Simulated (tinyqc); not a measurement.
# Tunnelling through a gate dielectric with the two-band (Franz) dispersion, WKB transmission and Tsu-Esaki current, step by step

Computed by the program tinyqc: `OMP_NUM_THREADS=1 python tinyqc.py 2540066 2540067 out.jsonl`, one thread of a shared Intel Xeon 2.30GHz, about 0.01 s for the whole run. Printed values are rounded.

Electrons leave the emitter at x = 0. Energies E (motion across the layers) are in eV from the emitter Fermi level; the collector Fermi level lies at -V and offers states at every E. No charge in the dielectric and no image force: F1 = V/t1, U = phi1 - F1 x. With C = hbar^2/(2 m0), kappa = sqrt(m u (1 - u/Egx)/C), u = U - E where U > E and 0 elsewhere; T(E) = exp(-S), S = 2 times the integral of kappa over x.

Values chosen for this exercise; dielectric values close to those of silicon dioxide: temperature T = 200 K; Fermi energy of the emitter above its band bottom Ef = 0.4 eV; emitter mass in the supply function me = 0.63 m0; barrier of layer 1 above the emitter Fermi level at zero bias phi1 = 2.99 eV; tunnelling mass of layer 1 m1 = 0.51 m0; thickness of layer 1 t1 = 2.8 nm; gap parameter of the two-band dispersion, set freely Egx = 9.1 eV; voltage across the dielectric V = 0.5 V; energy of the electron followed E = -0.27 eV; cells in each layer nc = 6; lower end of the energy grid Ea = -0.4 eV; upper end of the energy grid Eb = 0.16 eV; points of the energy grid nE = 9.

Constants: q = 1.602176634e-19 C, kB = 1.380649e-23 J/K, hbar = 1.054571817e-34 J s, m0 = 9.1093837015e-31 kg, Vt = kB T/q, hbar^2/(2 m0) = 0.0380998212 eV nm^2. Results are converted to the units shown.

## Fields and band edges

F1 = V/t1, U = phi1 - F1 x.

F1 = 1.78571 MV/cm
U at x = t1 = 2.49 eV

## WKB exponent by the midpoint rule

Cut each layer into nc equal cells, take U and kappa at the cell centres, and sum S = 2 sum kappa h.

```
cell   x (nm)   U (eV)  kappa (1/nm)
0     0.23333  2.94833       5.27678
1     0.70000  2.86500       5.24478
2     1.16667  2.78167       5.21062
3     1.63333  2.69833       5.17426
4     2.10000  2.61500       5.13566
5     2.56667  2.53167       5.09476
```

S = 29.0611
T(E) = 2.39298e-13

## WKB exponent in closed form

Each layer adds (2/F) sqrt(m/C) [G(u at its left edge) - G(u at its right edge)] to S, with u = U - E (0 where negative) and G(u) = Egx^1.5 (th - sin(4 th)/4)/4, th = arcsin sqrt(u/Egx). The slope follows from 1/d = -dS/dE.

S = 29.0605
T(E) = 2.39422e-13
energy d over which T(E) grows by a factor e = 0.40855 eV

The midpoint rule gives S = 29.061, so its T(E) is 0.052 % below this value. The band edge stays above E through the whole stack: direct tunnelling through a trapezoid.

## Current density on a coarse energy grid

J = J0 times the integral of T(E) N(E) dE, N = ln[(1 + exp(-E/Vt))/(1 + exp((-E - V)/Vt))], J0 = q^2 me m0 kB T/(2 pi^2 hbar^3) (times 1e-4 for A/cm^2 per eV), by Simpson's rule on nE equally spaced points from Ea to Eb.

```
point     E (eV)         T(E)           N       T(E) N
0      -0.400000  1.76805e-13     23.2060  4.10294e-12
1      -0.330000  2.07387e-13     19.1474  3.97091e-12
2      -0.260000  2.45377e-13     15.0859  3.70172e-12
3      -0.190000  2.92901e-13     11.0243  3.22903e-12
4      -0.120000  3.52786e-13     6.96366  2.45668e-12
5      -0.050000  4.28830e-13     2.95463  1.26704e-12
6       0.020000  5.26167e-13    0.272577  1.43421e-13
7       0.090000  6.51804e-13  0.00538184  3.50790e-15
8       0.160000  8.15382e-13  9.29303e-5  7.57737e-17
```

J0 = 1.75714e8 A/(cm^2 eV)
J = 2.07413e-4 A/cm^2

The integrand peaks at E = -0.400 eV among these points. A converged quadrature from -Ef to above the barrier gives 2.068e-4 A/cm^2; this grid is 0.27 % above that.
